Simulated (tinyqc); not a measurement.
Potential step from the flux.

Inverse problem. On one interval J = (q mu Vt/hx) [nb B(d) - na B(-d)], B(d) = d/(exp(d) - 1), d = (psi_b - psi_a)/Vt. Find psi_b - psi_a, and the step at which J would vanish.

Values chosen for this exercise: temperature T = 450 K; electron mobility mu = 1400 cm^2/(V s); density at the left node na = 1.1e13 cm^-3; density at the right node nb = 3.6e14 cm^-3; node spacing hx = 15 nm.

Constants: q = 1.602176634e-19 C, kB = 1.380649e-23 J/K, Vt = kB T/q. Results are converted to the units shown.

J = 859.23016 A/cm^2

Solution. B(d) falls and B(-d) rises with d, so J falls steadily with the step and one value matches. J = 0 needs nb/na = exp(d), the Boltzmann ratio.

psi_b - psi_a = 0.05300 V
step for J = 0 = 0.1353 V

tinyqc, about 0.01 s, one thread, Intel Xeon 2.30GHz (shared host): `OMP_NUM_THREADS=1 python tinyqc.py 2220121 2220122 out.jsonl`
